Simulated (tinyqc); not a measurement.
Width of the well: polar nitride quantum well with polarisation fields.

Growth along [0001]. e_par = (a_sub - a)/a, Ppz = 2 e_par (e31 - e33 C13/C33), P = Psp + Ppz in each layer; strain relaxation and the strain shift of the gaps are left out, although thick layers with more than about 1 % mismatch would relax.

In a periodic stack without free charge the potential drop over a period vanishes: F_w = (P_b - P_w) Lb/(eps0 (eps_w Lb + eps_b Lw)), F_b = -F_w Lw/Lb, eps0 = 8.8541878e-12 F/m; 1 MV/cm = 1e8 V/m = 0.01 V/angstrom.

Envelope functions on cells of 0.25 angstrom over barrier, well, barrier (widths Lb, Lw, Lb), psi = 0 beyond, psi'/m continuous (mean mass between points), c = hbar^2/2m0. With u(z) the integral of e F (F_w in the well, F_b = -F_w Lw/Lb in the barriers, 1 MV/cm = 0.01 V/angstrom), zero at the centre of the well, the electron sees u plus Vc in the barriers and the hole -u plus Vv. The transition is Eg + E_e + E_h; excitons are left out.

Constants: hbar^2/2m0 = 3.80998211 eV angstrom^2; hc = 1239.841984 eV nm.

Values chosen for the exercise (near those of an InGaN well in GaN; the results hold for these values, not for the real material): a_w = 3.228 angstrom (lattice constant a, well); a_b = 3.189 angstrom (lattice constant a, barrier); a_sub = 3.189 angstrom (in-plane lattice constant of the stack); Psp_w = -0.0302 C/m^2 (spontaneous polarisation); Psp_b = -0.0346 C/m^2 (spontaneous polarisation); e31_w = -0.344 C/m^2; e31_b = -0.326 C/m^2; e33_w = 0.667 C/m^2; e33_b = 0.655 C/m^2; C_w = 0.27 (C13/C33); C_b = 0.265 (C13/C33); eps_w = 10.9 (dielectric constant); eps_b = 10.4 (dielectric constant); Lb = 110 angstrom (barrier width); Eg = 3 eV (gap of the well); Vc = 0.299 eV (conduction offset); Vv = 0.141 eV (valence offset); me = 0.186 m0 (electron, well); meb = 0.2 m0 (electron, barrier); mh = 1.99 m0 (hole, everywhere); Ls = (10, 15, 20, 25, 30, 40, 50) angstrom (well widths).

Field, levels and overlap anew for each width.

Results:
```
Lw (angstrom)  F_w (MV/cm)  E (eV)  E without field (eV)  overlap^2  ln overlap^2
10                  -1.627  3.2468                3.2794      0.554         -0.59
15                  -1.565  3.1512                3.2094      0.467         -0.76
20                  -1.507  3.0695                3.1604      0.320         -1.14
25                  -1.453  2.9979                3.1260      0.189         -1.67
30                  -1.403  2.9334                3.1012     0.0990         -2.31
40                  -1.313  2.8190                3.0691     0.0199         -3.91
50                  -1.233  2.7185                3.0500    0.00288         -5.85
```

The red shift grows from 33 to 331 meV. The line drops below Eg between 20 and 25 angstrom, which a square well can never do. Over the last two rows dE/dLw = -10.0 meV per angstrom, against -|e F_w| = -12.3 in the last row; the field itself weakens by 24 % over the table, since a wider well shares the drop with the barrier. The overlap falls by a factor 193.

Run: tinyqc, `OMP_NUM_THREADS=1 python tinyqc.py 1252203 1252204 out.jsonl`; Intel(R) Xeon(R) Processor @ 2.30GHz, one thread, shared host; about 0.04 s of CPU time with all checks.
